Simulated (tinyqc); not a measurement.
# Worked calculation: strained alloy layer of InAs and AlAs on (001) InP, model-solid band line-up

Program tinyqc, `OMP_NUM_THREADS=1 python tinyqc.py 2690121 2690122 out.jsonl`; Intel Xeon 2.30GHz, shared host, one thread, about 0.01 s. Printed values are rounded.

The layer is x parts of the first compound and 1 - x of the second, grown coherently on the third as substrate and barrier. Rows of the table: lattice constant a, average valence level Ea on an absolute scale, spin-orbit splitting so, gaps at Gamma, X and L, hydrostatic deformation potentials av and ac (Gamma), shear potential b, elastic constants, electron and heavy-hole (along z) masses. All are interpolated linearly in x; gaps get -C x (1 - x), taken wholly in the conduction band; real line-ups can differ from this model by 0.1 eV or more.

Inputs (values chosen for the exercise):
- x = 0.64 (fraction of the first compound in the layer)
- CG = 0.7 eV (bowing of the Gamma gap)
- CX = 0 eV (bowing of the X gap)
- CL = 0 eV (bowing of the L gap)

## Relaxed alloy and strain

Binary compounds, values chosen for the exercise:
```
	close to InAs	close to AlAs	close to InP
a (angstrom)	6.058	5.661	5.869
Ea (eV)	-6.67	-7.49	-7.04
so (eV)	0.383	0.279	0.108
EG (eV)	0.359	3.03	1.33
EX (eV)	1.37	2.19	2.16
EL (eV)	1.07	2.36	1.95
av (eV)	0.99	2.46	1.26
ac (eV)	-5.15	-5.71	-4.97
b (eV)	-1.81	-1.5	-1.72
c11 (GPa)	84.1	123	101
c12 (GPa)	45.6	52.9	56.6
me (m0)	0.0228	0.149	0.0802
mh (m0)	0.333	0.468	0.535
```

In-plane strain e = (a_substrate - a)/a, e_z = -2 (c12/c11) e, volume change 2 e + e_z.

a = 5.91508 angstrom
Gamma gap = 1.15928 eV
X gap = 1.66520 eV
L gap = 1.53440 eV
e = -0.779026 %
e_z = 0.765939 %
volume change = -0.792112 %

The relaxed alloy has its lowest gap at Gamma (direct). The layer is under compressive in-plane strain.

## Band edges and offsets

In-plane strain e = (a_substrate - a)/a, e_z = -2 (c12/c11) e, volume change 2 e + e_z. With v = 2 e + e_z and d = 2 b (e_z - e): Eav = Ea + av v; E_hh = Eav + so/3 - d/2; E_lh = Eav - so/6 + d/4 + sqrt(so^2 + so d + 9 d^2/4)/2; E_c = Ea + so/3 + EG + ac v (Gamma). Substrate: E_v = Ea + so/3, E_c = E_v + EG. Well depths: dEc = E_c(substrate) - E_c, dEhh = E_hh - E_v(substrate), dElh likewise; strained Gamma gap E_c - max(E_hh, E_lh); positive values confine carriers in the layer.

d = -0.0524794 eV
E_hh = -6.83581 eV
E_lh = -6.88403 eV
E_c = -5.64834 eV
strained Gamma gap = 1.18746 eV
dEc = -0.0256573 eV
dEhh = 0.168193 eV
dElh = 0.119969 eV

The heavy-hole band lies on top, by 48.2 meV. At Gamma the line-up is type II, holes in the layer and electrons outside.

## Critical thickness

In-plane strain e = (a_substrate - a)/a. Matthews-Blakeslee for 60-degree dislocations in a single layer: hc = k (ln(hc/bv) + 1), k = bv (1 - nu/4)/(4 pi |e| (1 + nu)), nu = c12/(c11 + c12), bv = a/sqrt(2); the larger root.

nu = 0.329579
bv = 0.418259 nm
hc = 13.1060 nm

The layer, Lw = 8.4 nm, is thinner than hc, so it stays coherent by this criterion.
